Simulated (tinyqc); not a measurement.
Inside a calculation. Method: Pariser-Parr-Pople SCF with singles CI, for the molecule [CH2+]C=C(C=N)C=O (SMILES; centres numbered as the heavy atoms are written). One step of it, computed by the program tinyqc.

Question. Iteration 2: Fock matrix. F_rr = H_rr + P_rr gamma_rr / 2 + sum_(s != r) P_ss gamma_rs; F_rs = H_rs - P_rs gamma_rs / 2; E = tr P (H + F) / 2 + core repulsion sum_(r<s) z_r z_s gamma_rs.

P after iteration 1:
```
           1C         2C        3C         4C         5N         6C         7O
1C   0.611029   0.772594  0.345508  -0.111229  -0.255777  -0.047641  -0.228825
2C   0.772594   1.011862  0.564730  -0.005454  -0.210814   0.049685  -0.192605
3C   0.345508   0.564730  0.662792   0.435689   0.272090   0.370027   0.217296
4C  -0.111229  -0.005454  0.435689   0.883122   0.876418   0.065833  -0.108025
5N  -0.255777  -0.210814  0.272090   0.876418   0.927156  -0.052503  -0.199826
6C  -0.047641   0.049685  0.370027   0.065833  -0.052503   0.746070   0.887001
7O  -0.228825  -0.192605  0.217296  -0.108025  -0.199826   0.887001   1.157969
```

core matrix H (eV):
```
            1C          2C          3C          4C          5N          6C          7O
1C  -38.487359   -2.350000    0.000000    0.000000    0.000000    0.000000    0.000000
2C   -2.350000  -44.166889   -2.350000    0.000000    0.000000    0.000000    0.000000
3C    0.000000   -2.350000  -49.771341   -2.350000    0.000000   -2.350000    0.000000
4C    0.000000    0.000000   -2.350000  -45.384649   -2.470000    0.000000    0.000000
5N    0.000000    0.000000    0.000000   -2.470000  -43.855721    0.000000    0.000000
6C    0.000000    0.000000   -2.350000    0.000000    0.000000  -46.676538   -2.470000
7O    0.000000    0.000000    0.000000    0.000000    0.000000   -2.470000  -48.505246
```

repulsion gamma_rs (eV):
```
           1C         2C         3C         4C         5N         6C         7O
1C  11.130000   7.554274   5.239265   3.670073   2.878173   4.667935   3.317640
2C   7.554274  11.130000   7.555125   5.239265   3.689956   5.239743   3.728526
3C   5.239265   7.555125  11.130000   7.554274   5.296723   7.553649   5.412305
4C   3.670073   5.239265   7.554274  11.130000   7.730550   5.240164   4.790323
5N   2.878173   3.689956   5.296723   7.730550  12.300000   4.709457   5.450861
6C   4.667935   5.239743   7.553649   5.240164   4.709457  11.130000   8.105591
7O   3.317640   3.728526   5.412305   4.790323   5.450861   8.105591  15.200000
```

Centres (angstrom, eV; a flat drawing with bonds scaled to 1.40 angstrom):

| centre | x | y | core charge z | W | gamma_rr |
|---|---|---|---|---|---|
| 1C | 2.601000 | 0.276000 | 1 | 11.160000 | 11.130000 |
| 2C | 1.571000 | -0.672000 | 1 | 11.160000 | 11.130000 |
| 3C | 0.235000 | -0.255000 | 1 | 11.160000 | 11.130000 |
| 4C | -0.795000 | -1.203000 | 1 | 11.160000 | 11.130000 |
| 5N | -2.131000 | -0.786000 | 1 | 14.100000 | 12.300000 |
| 6C | -0.072000 | 1.111000 | 1 | 11.160000 | 11.130000 |
| 7O | -1.408000 | 1.529000 | 1 | 17.700000 | 15.200000 |

Give: F; pi energy.

Answer.

F (eV):
```
          1C        2C        3C        4C        5N        6C        7O
1C  -10.7366   -5.2682   -0.9051    0.2041    0.3681    0.1112    0.3796
2C   -5.2682  -12.6377   -4.4833    0.0143    0.3889   -0.1302    0.3591
3C   -0.9051   -4.4833  -11.7518   -3.9957   -0.7206   -3.7475   -0.5880
4C    0.2041    0.0143   -3.9957  -11.2952   -5.8576   -0.1725    0.2587
5N    0.3681    0.3889   -0.7206   -5.8576  -12.4982    0.1236    0.5446
6C    0.1112   -0.1302   -3.7475   -0.1725    0.1236  -10.9839   -6.0648
7O    0.3796    0.3591   -0.5880    0.2587    0.5446   -6.0648  -14.9859
```

pi energy = -89.7568 eV
